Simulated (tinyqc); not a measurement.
Tail temperature from the power law.

Problem. When tail states hold most of the charge, the linear current goes as I = A (Vg - VT)^g with g = 2 Tt/T - 1. Find g, Tt and the tail width kB Tt.

Inputs (values chosen for the exercise): temperature T = 250 K.

Constants: q = 1.602176634e-19 C, kB = 1.380649e-23 J/K, Vt = kB T/q. Results are converted to the units shown.

I at Vg - VT = 13 and 20 V (nA): 3035.4235  6591.3633

Answer. g is the slope of ln I against ln(Vg - VT).

g = 1.800
Tt = 350.0 K
kB Tt = 30.16 meV

Numbers from tinyqc (`OMP_NUM_THREADS=1 python tinyqc.py 2610068 2610069 out.jsonl`; about 0.02 s on one thread of a shared Intel Xeon 2.30GHz).
